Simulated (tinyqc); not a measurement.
## Silicon n-p-n transistor, Gummel numbers and transit times: Cut-off frequency against collector current

One-dimensional n-p-n transistor in the forward active mode at low injection. In the base p(x) = NB exp(-eta x/wb) and ni(x)^2 = ni^2 exp((g0 + g1 x/wb)/Vt); electrons leave the base at vsat; band spikes at the emitter junction and recombination inside the emitter are ignored.

f(x) = p(x) ni^2/ni(x)^2; I(x) = integral from x to wb of f/Dn, plus f(wb)/vsat; base Gummel number GB = I(0); electron density per unit flux n/(J/q) = I/f; base transit time tauB = integral of I/f over the base. ni = sqrt(Nc Nv) exp(-Eg/(2 Vt)), Eg in volts; JC = J0 exp(VBE/Vt), J0 = q ni^2/GB; collector layer one-sided, Wc = sqrt(2 eps0 eps_r (Vbc + VCB)/(q NC)), Vbc = Vt ln(NB exp(-eta) NC/ni^2), Cjc = eps0 eps_r/Wc, tauC = Wc/(2 vsat). Delay 1/(2 pi fT) = tauE + tauB + tauC + tauR with tauE = Vt (Cj + Cjc)/JC and tauR = Rc Cjc. Charge stored in the emitter is left out. The Kirk effect, also left out, sets in near JC = q NC vsat. n(0) = (JC/q) I(0)/f(0).

Inputs (values chosen for the exercise); band and dielectric values close to those of silicon:
- T = 400 K (temperature)
- Eg = 1.12 eV (band gap)
- eps_r = 11.8 (relative permittivity)
- Nc = 4.3e19 cm^-3 (conduction-band density of states at T)
- Nv = 4.1e19 cm^-3 (valence-band density of states at T)
- vsat = 9.93e6 cm/s (saturation velocity)
- wb = 490 nm (neutral base width)
- NB = 2.1e18 cm^-3 (base doping at the emitter edge)
- eta = 0 (doping falls as exp(-eta x/wb))
- g0 = 0 eV (gap reduction at the emitter edge of the base)
- g1 = 0 eV (further gap reduction across the base (linear))
- Dn = 4.8 cm^2/s (electron diffusion coefficient in the base)
- NC = 1.1e16 cm^-3 (collector doping)
- VCB = 0.1 V (collector-base reverse bias)
- Cj = 1.5 fF/um^2 (emitter junction capacitance)
- Rc = 14 ohm um^2 (emitter plus collector resistance)

Constants: q = 1.602176634e-19 C, kB = 1.380649e-23 J/K, Vt = kB T/q, eps0 = 8.8541878128e-14 F/cm where lengths are in cm. Results are converted to the units shown.

The same in every row: tauB (ps) = 255.0; tauC (ps) = 1.582; tauR (ps) = 0.004656.

Result of one run:
```
JC (mA/um^2)	VBE (V)	tauE (ps)	fT (GHz)	JC/(q NC vsat)	n(0)/NB
0.039	0.8403	1.620	0.6163	0.2228	0.1195
```

What becomes of these results when the collector current density JC is changed from 0.039 to 0.00054 mA/um^2, all else the same?

Result of the changed run:
```
JC (mA/um^2)	VBE (V)	tauE (ps)	fT (GHz)	JC/(q NC vsat)	n(0)/NB
0.00054	0.6927	117.0	0.4260	0.003086	0.001655
```

The whole series:
```
JC (mA/um^2)	VBE (V)	tauE (ps)	fT (GHz)	JC/(q NC vsat)	n(0)/NB
0.00054	0.6927	117.0	0.4260	0.003086	0.001655
0.0011	0.7173	57.42	0.5068	0.006286	0.003370
0.0023	0.7427	27.46	0.5602	0.01314	0.007047
0.0046	0.7666	13.73	0.5887	0.02628	0.01409
0.0094	0.7912	6.720	0.6044	0.05371	0.02880
0.019	0.8155	3.325	0.6123	0.1086	0.05822
0.039	0.8403	1.620	0.6163	0.2228	0.1195
0.08	0.8650	0.7896	0.6183	0.4571	0.2451
0.16	0.8889	0.3948	0.6192	0.9143	0.4902
```

fT rises from 0.426 to 0.619 GHz as the charging time falls as 1/JC; its limit for vanishing tauE is 0.620 GHz, of which the largest delay is tauB (99.4 %). tauE equals the other delays together at JC = 2.46e-4 mA/um^2. For JC = 0.16 JC nears or passes q NC vsat, where base push-out would lower fT. For JC = 0.08, 0.16 the electron density at the emitter edge exceeds a fifth of NB, beyond low injection.

Range of the model: Heavy doping makes emitter or base degenerate; gE and g0 are to be read as apparent gap changes that include this.

Numbers from tinyqc (`OMP_NUM_THREADS=1 python tinyqc.py 2320098 2320099 out.jsonl`; about 0.01 s on one thread of a shared Intel Xeon 2.30GHz).
